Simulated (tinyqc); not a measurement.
## Germanium share from the critical thickness

Inverse problem. Critical thickness (Matthews-Blakeslee, 60-degree dislocations): h = bv (1 - nu/4)[ln(h/bv) + 1]/(4 pi e_par (1 + nu)), nu = c12/(c11 + c12). e_par = b1 x. Find e_par and x.

Values chosen for this exercise:
- b1 = 0.0418 (lattice mismatch per unit x)
- c11 = 168 GPa (elastic constant)
- c12 = 62.2 GPa (elastic constant)
- bv = 0.384 nm (Burgers vector)

critical thickness = 20.560095 nm

Answer. For given h the relation is explicit in the strain.

e_par = 0.543 %
x = 0.130

Numbers from tinyqc (`OMP_NUM_THREADS=1 python tinyqc.py 2530125 2530126 out.jsonl`; about 0.01 s on one thread of a shared Intel Xeon 2.30GHz).
